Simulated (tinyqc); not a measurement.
Heisenberg spin cluster by exact diagonalisation: multiplets, susceptibility, level crossings: one step, computed by the program tinyqc. Command: `OMP_NUM_THREADS=1 python tinyqc.py 3027284 3027285 out.jsonl spincl walk`. One thread of a shared host (Intel(R) Xeon(R) Processor @ 2.30GHz), about 0.01 s of CPU time with the checks.

H = J1 sum S_i.S_j over the bonds 1-2, 2-3, 3-4, 4-5, 5-6, 6-1 + J2 sum over 1-3, 2-4, 3-5, 4-6, 5-1, 6-2 - g mu_B B S_z; J > 0 is antiferromagnetic.

Question. Multiplets. Every multiplet has one member in the block S_z = 0; diagonalise it and read the total spin from <S^2> = S (S + 1).

Inputs (values chosen for the exercise, for a model cluster): exchange J1 = 1.5 meV; exchange J2 = 1.4 meV.

Cluster: ring of six with second neighbours J2. Spin s of each site: 0.5.

Give: Levels at B = 0; ground energy; gap to the next level.

Answer.

Levels at B = 0:
```
E (meV)  total S  number of multiplets
-4.350         0                     1
-3.007         0                     1
-2.904         1                     1
-2.902         1                     2
-2.850         0                     2
-1.500         1                     2
-1.350         1                     1
-0.096         1                     1
0.000          2                     2
0.007          0                     1
0.052          1                     2
1.350          2                     1
1.500          2                     2
4.350          3                     1
```

ground energy = -4.35 meV

gap to the next level = 1.343 meV

The ground state has S = 0; the next level has S = 0. The highest spin, S = 3, lies at 4.35 meV, s^2 times the sum of all J, s the spin of a site.
